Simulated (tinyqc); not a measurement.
Doping level: carrier statistics of a doped semiconductor with parabolic bands.

Eg(T) = Eg0 - al T^2/(T + be); m_de = Mv^(2/3) (ml mt^2)^(1/3); m_dh = (mhh^(3/2) + mlh^(3/2))^(2/3); Nc and Nv from N = 2 (m kB T/(4 pi c))^(3/2) with c = hbar^2/2m0, in 1/angstrom^3; times 1e24 for 1/cm^3.

Energies are counted from Ev, so Ec = Eg. n = Nc F_1/2((EF - Eg)/kT), p = Nv F_1/2(-EF/kT), ND+ = ND/(1 + 2 exp((EF - Eg + ED)/kT)), NA- = NA/(1 + 4 exp((EA - EF)/kT)); neutrality asks p + ND+ = n + NA-. F_j(eta) = (1/Gamma(j + 1)) integral_0^infinity x^j dx/(1 + exp(x - eta)), which tends to exp(eta) for eta << 0.

Constants: hbar^2/2m0 = 3.80998211 eV angstrom^2; kB = 8.617333262e-05 eV/K.

Parameters, chosen for this exercise (near those of GaN; not measured data):
```
symbol  value     unit  meaning
Eg0     3.517     eV    gap at 0 K
al      0.000892  eV/K  Varshni alpha
be      798       K     Varshni beta
ml      0.202     m0    longitudinal electron mass
mt      0.202     m0    transverse electron mass
Mv      1               equivalent valleys
mhh     1.35      m0    heavy-hole mass
mlh     0.311     m0    light-hole mass
ED      0.0225    eV    donor level below Ec
EA      0.188     eV    acceptor level above Ev
T       500       K
```

Only acceptors are present (ND = 0); eta is the distance of EF beyond the valence edge in units of kT.

Neutral state:
```
NA (1/cm^3)  EF (eV)  majority (1/cm^3)  ionised share     eta
1.0e+14       0.5926           1.00e+14          1.000  -13.75
1.0e+15       0.4936           9.97e+14          0.997  -11.45
1.0e+16       0.3956           9.69e+15          0.969   -9.18
1.0e+17       0.3051           7.91e+16          0.791   -7.08
1.0e+18       0.2334           4.17e+17          0.417   -5.42
3.0e+18       0.2048           8.09e+17          0.270   -4.75
1.0e+19       0.1757           1.58e+18          0.158   -4.08
3.0e+19       0.1504           2.84e+18          0.095   -3.49
```

What can be read from this table?

The impurity level lies at 0.1880 eV. The ionised share falls from 1.000 to 0.095 as EF passes through it between 3e+18 and 1e+19 1/cm^3 (share 1/5 there); it is below one half from 1e+18 1/cm^3 on. Over the last two rows the doping grows threefold and the majority density by a factor 1.79. EF stays more than 3 kT from the majority band edge. Above roughly 3e+20 1/cm^3 (N^(1/3) a = 0.26, with the radius a = sqrt(c/(m E)) from the ionisation energy E and the mass mhh) the levels merge with the band and real ionisation is complete; sharp levels then overstate freeze-out.

Program tinyqc; command `OMP_NUM_THREADS=1 python tinyqc.py 1680574 1680575 out.jsonl`; about 0.01 s on one thread of a shared Intel(R) Xeon(R) Processor @ 2.30GHz.
